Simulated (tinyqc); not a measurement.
# Hexagonal on-chip spiral inductor, lumped pi model, step by step

Computed by the program tinyqc: `OMP_NUM_THREADS=1 python tinyqc.py 2302243 2302244 out.jsonl`, one thread of a shared Intel Xeon 2.30GHz, about 0.01 s for the whole run. Printed values are rounded.

Outer diameter do = di + 2 n wd + 2 (n - 1) sp, mean da = (do + di)/2, fill p = (do - di)/(do + di), length l = 3.464 n da. L = 2.33 mu0 n^2 da/(1 + 3.82 p), mu0 = 4 pi 1e-7 H/m. Rs = rho l/(wd delta (1 - exp(-th/delta))), delta = sqrt(rho/(pi f mu0)). Cs = n wd^2 eps0 eo/hu across the coil. At each end Cox = l wd eps0 eo/(2 ho) leads to the substrate branch Rsi = 2 rs he/(l wd) in parallel with Csi = l wd eps0 11.7/(2 he). With one end grounded Y = 1/(Rs + i w L) + i w Cs + 1/[1/(i w Cox) + 1/(1/Rsi + i w Csi)], w = 2 pi f; Q = -Im Y/Re Y. Eddy currents in neighbouring turns and in the substrate are left out.

Inputs (values chosen for the exercise); values of the order met in silicon radio-frequency processes: number of turns n = 1.5; line width wd = 8 um; space between turns sp = 3 um; inner diameter di = 60 um; metal thickness th = 0.9 um; metal resistivity rho = 1.9 uohm cm; oxide below the coil ho = 4.7 um; oxide between coil and underpass hu = 1.5 um; relative permittivity of the oxide eo = 3.9; substrate resistivity rs = 100 ohm cm; effective spreading depth in the substrate he = 80 um; frequency f = 8.2 GHz.

Constants: eps0 = 8.8541878128e-12 F/m. Results are converted to the units shown.

## Geometry and model elements

do, l, L, delta, Rs, Cs, Cox, Rsi and Csi as defined.

do = 87 um
l = 381.906 um
L = 0.284557 nH
delta = 0.766108 um
Rs = 1.71310 ohm
Cs = 2.21001 fF
Cox = 11.2236 fF
Rsi = 52368.9 ohm
Csi = 1.97816 fF

Rs is 1.70 times the direct-current value in this empirical form, which overstates the skin effect of a flat slab when delta is near th and so stands in for some current crowding.

## Admittance, quality factor and apparent inductance

Series branch 1/(Rs + i w L), substrate branch, total Y, Q = -Im Y/Re Y, apparent inductance Im(1/Y)/w, metal-only value w L/Rs, share of the loss in the substrate Re(substrate branch)/Re Y.

series branch = 7.8626-67.2895i mS
substrate branch = 0.0137907+0.0870345i mS
Y = 7.8764-67.0886i mS
Q = 8.51767
apparent inductance = 0.285373 nH
w L/Rs = 8.55816
share of the loss in the substrate = 0.175088 %

Q is 99.5 % of the metal-only value.
